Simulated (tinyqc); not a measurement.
One electron in a tunnel-coupled double dot: charge qubit, sensing and quantum capacitance: two steps of the calculation.

Basis (left, right), H = [[ep/2, tc], [tc, -ep/2]], splitting Om = sqrt(ep^2 + 4 tc^2), ep = al times the gate voltage. In equilibrium the electron is on the right with the chance P_R = [1 + (ep/Om) tanh(Om/2 kB T)]/2.

Values chosen for this exercise: tunnel coupling tc = 8.9 ueV; electron temperature T = 0.32 K; lever arm of the gate on the detuning al = 0.53 eV/V; parasitic capacitance of the resonator Cp = 0.43 pF; resonator frequency f0 = 379 MHz; loaded quality factor Q = 64; deviation of quasi-static detuning noise se = 1.7 ueV; detuning ep = -13.7 ueV.

Constants: q = 1.602176634e-19 C, kB = 1.380649e-23 J/K, hbar = 1.054571817e-34 J s, h = 6.62607015e-34 J s, Vt = kB T/q. Results are converted to the units shown.

Task 1. Capacitance seen by a resonator. q^2 al^2 dP_R/d(ep) splits into Cq = q^2 al^2 (2 tc^2/Om^3) tanh(Om/2 kB T) and Ct = q^2 al^2 (ep/Om)^2/(4 kB T cosh^2(Om/2 kB T)); Ct appears only if relaxation is faster than the drive. A resonator of frequency f0, capacitance Cp and quality factor Q shifts by df = -f0 Cq/(2 Cp) and its phase by -2 Q Cq/Cp.

Give: Cq; Ct; df; phase shift.

Result 1.

Cq = 242.9 aF
Ct = 129.2 aF
df = -107.1 kHz
phase shift = -4144 millidegree

Task 2. Dephasing by charge noise. Noise in ep shifts Om by (ep/Om) d + (2 tc^2/Om^3) d^2. For Gaussian d of deviation se the spread of Om is sqrt[(ep se/Om)^2 + 2 (2 tc^2 se^2/Om^3)^2], and T2* is estimated as sqrt(2) hbar/spread; Om T2*/h counts the oscillations within T2*.

Find: first-order spread; second-order spread; T2*; oscillations within T2*.

Result 2.

first-order spread = 1.0369 ueV
second-order spread = 0.057134 ueV
T2* = 0.89639 ns
oscillations within T2* = 4.8685

At ep = 0 the first-order term vanishes and T2* would be 8.11 ns.

Program tinyqc, `OMP_NUM_THREADS=1 python tinyqc.py 2470031 2470032 out.jsonl`; Intel Xeon 2.30GHz, shared host, one thread, about 0.01 s.
